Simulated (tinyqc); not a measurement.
MOSFET in saturation, small-signal circuit and noise: one step of the calculation.

Bias by the inversion coefficient IC = I/Ispec (charge-based model with velocity saturation; weak inversion below 0.1, strong above 10). Common-source circuit: gm, gds, Cgs, Cgd and Cj at the inner nodes, Rg in series with the gate; quasi-static, no source or drain resistance, no gate-body capacitance, no substrate network, no induced gate noise, so fmax is an upper estimate.

Task. Current, transconductance and gain. Ispec = 2 n mu Cox (W/L) Vt^2, lc = Ls/L, gms = [sqrt((lc IC + 1)^2 + 4 IC) - 1]/[2 + lc (lc IC + 1)], gm = gms Ispec/(n Vt), gds = sg gm.

Parameters, values chosen for the exercise:

| symbol | value | unit | meaning |
|---|---|---|---|
| T | 325 | K | temperature |
| L | 130 | nm | gate length |
| W | 40 | um | total gate width |
| Cox | 0.67 | uF/cm^2 | gate capacitance |
| mu | 370 | cm^2/(V s) | mobility |
| n | 1.23 |  | slope factor |
| Ls | 25 | nm | velocity-saturation length |
| sg | 0.031 |  | ratio gds/gm |
| IC | 4.5 |  | inversion coefficient |

Constants: q = 1.602176634e-19 C, kB = 1.380649e-23 J/K, Vt = kB T/q. Results are converted to the units shown.

Find: Ispec; I; gms; gm; gds; gm/I.

Result.

Ispec = 147.2 uA
I = 662.3 uA
gms = 1.541
gm = 6.584 mS
gds = 0.2041 mS
gm/I = 9.940 1/V

Computed by the program tinyqc: `OMP_NUM_THREADS=1 python tinyqc.py 2150015 2150016 out.jsonl`, one thread of a shared Intel Xeon 2.30GHz, about 0.01 s for the whole run.
